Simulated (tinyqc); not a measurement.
Interstitial-substitutional diffusion of a fast metal impurity in a wafer (kick-out and dissociative mechanisms): one step, computed by the program tinyqc. Command: `OMP_NUM_THREADS=1 python tinyqc.py 3027029 3027030 out.jsonl kickout walk`. One thread of a shared host (Intel(R) Xeon(R) Processor @ 2.30GHz), about 0.3 s of CPU time with the checks.

The metal moves as an interstitial A_i and dissolves on lattice sites either by kicking out a self-interstitial (A_i = A_s + I) or by filling a vacancy (A_i + V = A_s). With A_i at its solubility, local equilibrium and c = C_s/C_s*, self-interstitials and vacancies obey C_I/C_I* = 1/c and C_V/C_V* = c.

Task: Diffusivity against concentration. In defect-free silicon dc/dt = d/dx [(D_K/c^2 + D_F) dc/dx], c = 1 at both faces. D_K = D_I C_I*/C_s* and D_F = D_V C_V*/C_s*. The two terms are equal at c* = sqrt(D_K/D_F). Take c = 1, 0.5, 0.2, 0.1, 0.03 and 0.01.

Inputs (values chosen for the exercise, loosely like those of gold in silicon): temperature T = 1075 C.

D_K = 2.515613e-09 cm^2/s

D_F = 7.649577e-10 cm^2/s

Give: c*; Effective diffusivity (cm^2/s).

Result:

c* = 1.8134

Effective diffusivity (cm^2/s):
```
c     kick-out term       total
1.00     2.5156e-09  3.2806e-09
0.50     1.0062e-08  1.0827e-08
0.20     6.2890e-08  6.3655e-08
0.10     2.5156e-07  2.5233e-07
0.03     2.7951e-06  2.7959e-06
0.01     2.5156e-05  2.5157e-05
```
